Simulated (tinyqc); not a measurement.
# Square on-chip spiral inductor, lumped pi model, step by step

Program tinyqc, `OMP_NUM_THREADS=1 python tinyqc.py 2302153 2302154 out.jsonl`; Intel Xeon 2.30GHz, shared host, one thread, about 0.01 s. Printed values are rounded.

Outer diameter do = di + 2 n wd + 2 (n - 1) sp, mean da = (do + di)/2, fill p = (do - di)/(do + di), length l = 4 n da. L = 2.34 mu0 n^2 da/(1 + 2.75 p), mu0 = 4 pi 1e-7 H/m. Rs = rho l/(wd delta (1 - exp(-th/delta))), delta = sqrt(rho/(pi f mu0)). Cs = n wd^2 eps0 eo/hu across the coil. At each end Cox = l wd eps0 eo/(2 ho) leads to the substrate branch Rsi = 2 rs he/(l wd) in parallel with Csi = l wd eps0 11.7/(2 he). With one end grounded Y = 1/(Rs + i w L) + i w Cs + 1/[1/(i w Cox) + 1/(1/Rsi + i w Csi)], w = 2 pi f; Q = -Im Y/Re Y. Eddy currents in neighbouring turns and in the substrate are left out.

Inputs (values chosen for the exercise); values of the order met in silicon radio-frequency processes: number of turns n = 2.5; line width wd = 20 um; space between turns sp = 1.5 um; inner diameter di = 140 um; metal thickness th = 2 um; metal resistivity rho = 2.2 uohm cm; oxide below the coil ho = 7.3 um; oxide between coil and underpass hu = 1.4 um; relative permittivity of the oxide eo = 4.1; substrate resistivity rs = 20 ohm cm; effective spreading depth in the substrate he = 30 um; frequency f = 1.3 GHz.

Constants: eps0 = 8.8541878128e-12 F/m. Results are converted to the units shown.

## Geometry and model elements

do, l, L, delta, Rs, Cs, Cox, Rsi and Csi as defined.

do = 244.5 um
l = 1922.50 um
L = 2.02199 nH
delta = 2.07043 um
Rs = 1.64905 ohm
Cs = 25.9301 fF
Cox = 95.6040 fF
Rsi = 312.094 ohm
Csi = 66.3865 fF

Rs is 1.56 times the direct-current value in this empirical form, which overstates the skin effect of a flat slab when delta is near th and so stands in for some current crowding.

## Admittance, quality factor and apparent inductance

Series branch 1/(Rs + i w L), substrate branch, total Y, Q = -Im Y/Re Y, apparent inductance Im(1/Y)/w, metal-only value w L/Rs, share of the loss in the substrate Re(substrate branch)/Re Y.

series branch = 5.9858-59.9499i mS
substrate branch = 0.162593+0.713764i mS
Y = 6.1484-59.0244i mS
Q = 9.60003
apparent inductance = 2.05191 nH
w L/Rs = 10.0154
share of the loss in the substrate = 2.64450 %

Q is 95.9 % of the metal-only value.
